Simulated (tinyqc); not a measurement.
Input admittance of a MOSFET at zero drain bias: distributed channel and distributed gate: one step of the calculation.

Source and drain grounded, strong inversion, w = 2 pi f, Cox = eps0 eox/tox. The channel is an RC line of resistance 1/(mu Cox Vo) per square fed from both ends, so one finger has the intrinsic admittance y = i w Cox L tanh(g)/g per width, g = (1/2) sqrt(i w tau), tau = L^2/(mu Vo). The vertical resistance rv/L is in series with y, the overlaps 2 i w Cov in parallel: y_t = 1/(1/y + rv/L) + 2 i w Cov. The gate strip is a line of Rsh/L per length loaded by y_t, so a finger has Y = y_t Wf tanh(k)/k, k = (Wf/sd) sqrt(y_t Rsh/L); the device has Nf Y.

Problem. Low-frequency resistances and capacitance. Low-frequency limits, with c = Cox L and ct = c + 2 Cov: R_strip = Rsh Wf/(3 sd^2 L Nf), R_ch = (c/ct)^2 L/(12 mu Cox Vo Wf Nf), R_vert = (c/ct)^2 rv/(L Wf Nf), C = ct Wf Nf.

Inputs (values chosen for the exercise); values of the order met in silicon radio-frequency transistors:
- eox = 3.9 (relative permittivity of the gate insulator (close to silicon dioxide))
- tox = 2.1 nm (insulator thickness)
- L = 0.63 um (channel length)
- Wf = 13 um (finger width)
- Nf = 4 (number of fingers)
- mu = 410 cm^2/(V s) (channel mobility)
- Vo = 0.33 V (gate overdrive)
- Rsh = 5.1 ohm/square (sheet resistance of the gate)
- rv = 0 ohm um^2 (vertical resistivity of the gate stack)
- sd = 2 (number of ends at which a finger is contacted)
- Cov = 0.25 fF/um (overlap and fringe capacitance on each side)

Constants: eps0 = 8.8541878128e-14 F/cm where lengths are in cm. Results are converted to the units shown.

Give: parts; sum; C; 1/(2 pi R C).

Solution.

parts (ohm): strip 2.192, channel 4.130, vertical 0
sum = 6.322 ohm
C = 564.7 fF
1/(2 pi R C) = 44.58 GHz

The channel term is the largest, 65.3 % of the sum.

Computed by the program tinyqc: `OMP_NUM_THREADS=1 python tinyqc.py 2262045 2262046 out.jsonl`, one thread of a shared Intel Xeon 2.30GHz, about 0.01 s for the whole run.
